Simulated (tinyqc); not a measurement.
From results back to parameters: thin-film optics by transfer matrices. Three cases, with inputs chosen for the exercise.

Problem. One transparent film on the substrate, in air; its thickness is hidden and lies within the first period.

Indices N = n + i k. Snell: N0 sin(theta) = N_j sin(theta_j), with Im(N_j cos theta_j) >= 0. Admittance y_j = N_j cos theta_j for s and N_j/cos theta_j for p. Phase delta_j = 2 pi N_j cos theta_j d_j/lambda. Layer matrix [[cos delta, -i sin delta/y], [-i y sin delta, cos delta]], multiplied from the top down to M. (B, C) = M (1, y_sub); r = (y0 B - C)/(y0 B + C), R = |r|^2, T = 4 Re y0 Re y_sub/|y0 B + C|^2, absorbed in the films 1 - R - T.

Ellipsometry: rho = tan(Psi) exp(i Delta) = -conj(r_p/r_s) with the r of the admittance formula, Delta in 0 to 360 degrees, so that a bare dielectric at small angles gives Delta = 180.

Case 1.

Values chosen (indices near those of Si3N4 on polySi; the results hold for these values, not for the real material): lam = 633 nm (vacuum wavelength); n0 = 1 (ambient index); n = (1.987, 3.917) (n of Si3N4, substrate); k = (0, 0.038) (k in the same order); theta_e = 60 degrees (angle of the ellipsometer).

Psi = 28.289 degrees
Delta = 270.497 degrees

Case 2.

Values chosen (indices near those of SiO2 on W; the results hold for these values, not for the real material): lam = 633 nm (vacuum wavelength); n0 = 1 (ambient index); n = (1.446, 3.645) (n of SiO2, substrate); k = (0, 2.799) (k in the same order); theta_e = 75 degrees (angle of the ellipsometer).

Psi = 60.317 degrees
Delta = 259.140 degrees

Case 3.

Values chosen (indices near those of Si3N4 on Si; the results hold for these values, not for the real material): lam = 365 nm (vacuum wavelength); n0 = 1 (ambient index); n = (2.06, 6.517) (n of Si3N4, substrate); k = (0, 2.794) (k in the same order); theta_e = 60 degrees (angle of the ellipsometer).

Psi = 34.099 degrees
Delta = 195.190 degrees

Find: period; d.

Solution. Psi and Delta repeat with the period lambda/(2 sqrt(n^2 - sin^2 theta)); within one period they trace a closed curve once, and a scan of d finds the one point that matches both. Adding whole periods gives the same angles.

Case 1.

period = 177.0 nm
d = 113.0 nm

Case 2.

period = 294.1 nm
d = 150.0 nm

Case 3.

period = 97.6 nm
d = 86.4 nm

Computed by tinyqc, one run a case: `OMP_NUM_THREADS=1 python tinyqc.py N N+1 out.jsonl` with N = 1651638, 1651813, 1651923; one thread of a shared Intel(R) Xeon(R) Processor @ 2.30GHz, about 0.03 s a run at most.
